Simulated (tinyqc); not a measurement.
## Off-state leakage of single and stacked transistors: leakage components against the body voltage

n-channel devices of unit width. Subthreshold current I(Vg, Vs, Vd) = I0 (T/300 K)^0.5 exp[(Vg - Vs - VT(T) - gb (Vs - Vb) + dd (Vd - Vs))/(nf Vt)] (1 - exp(-(Vd - Vs)/Vt)), VT(T) = VT - cT (T - 300 K). Gate-edge tunnelling Ig (Vd/1 V) exp(ag (Vd - 1 V)), for a gate at 0 V, and band-to-band leakage Ab u exp(-Bb/u), u = Vd - Vb + 1 V, flow at a drain held at V; both are taken as independent of T. In a stack of off transistors (all gates at 0 V) the same subthreshold current passes through each.

One transistor with Vg = Vs = 0, Vd = V; stack factor I(one)/I(two in series).

Parameters, values chosen for the exercise; values of the order met in bulk silicon logic transistors:
```
symbol  value       unit                                             meaning
T         378          K                                         temperature
V         0.7          V                                      supply voltage
VT       0.35          V        threshold at 300 K, zero drain and body bias
cT        0.5       mV/K              fall of the threshold with temperature
I0        0.3      uA/um                       current at threshold at 300 K
nf       1.44                                                   slope factor
dd       0.08                                drain-induced lowering per volt
gb       0.22             rise of the threshold per volt of source-body bias
Ig       4e-5      uA/um                 gate-edge tunnelling current at 1 V
ag        4.4        1/V               exponential slope of the gate current
Ab          3  uA/(um V)      prefactor of band-to-band leakage at the drain
Bb         26          V                             its exponential voltage
```

Constants: q = 1.602176634e-19 C, kB = 1.380649e-23 J/K, Vt = kB T/q. Results are converted to the units shown.

The same in every row: gate edge (nA/um) = 0.0074798; stack factor = 3.8985.

Results:
```
Vb (V),subthreshold (nA/um),band-to-band (nA/um),total (nA/um),largest part
0.2,3.7470,1.3349e-4,3.7547,subthreshold
-0.2,0.57400,0.0064998,0.58798,subthreshold
-0.4,0.22466,0.026446,0.25858,subthreshold
-0.6,0.087929,0.085003,0.18041,subthreshold
-0.8,0.034414,0.22824,0.27014,band-to-band
-1,0.013470,0.53259,0.55354,band-to-band
-1.2,0.0052718,1.1113,1.1241,band-to-band
-1.4,0.0020634,2.1184,2.1280,band-to-band
```

Estimate the missing row, Vb = 0 V.

Computed row:
```
Vb (V),subthreshold (nA/um),band-to-band (nA/um),total (nA/um),largest part
0,1.4666,0.0011626,1.4752,subthreshold
```

With this row back in the table: As Vb goes from 0.2 to -1.4, the total leakage goes from 3.75 through a minimum of 0.180 (at Vb = -0.6 among the rows listed) to 2.13 nA/um. The subthreshold part leads at Vb = 0.2, the band-to-band part from -0.8 on. The exact minimum lies at Vb = -0.589 V: reverse body bias lowers the subthreshold part by a decade every nf Vt ln 10/gb = 0.491 V but raises the band-to-band part. The reduction by a stack of two stays at 3.90, for the subthreshold part alone. For Vb = 0.2 the body is forward biased; the junction current, left out, is still small at this voltage.

Computed by the program tinyqc: `OMP_NUM_THREADS=1 python tinyqc.py 2242178 2242179 out.jsonl`, one thread of a shared Intel Xeon 2.30GHz, about 0.03 s for the whole run.
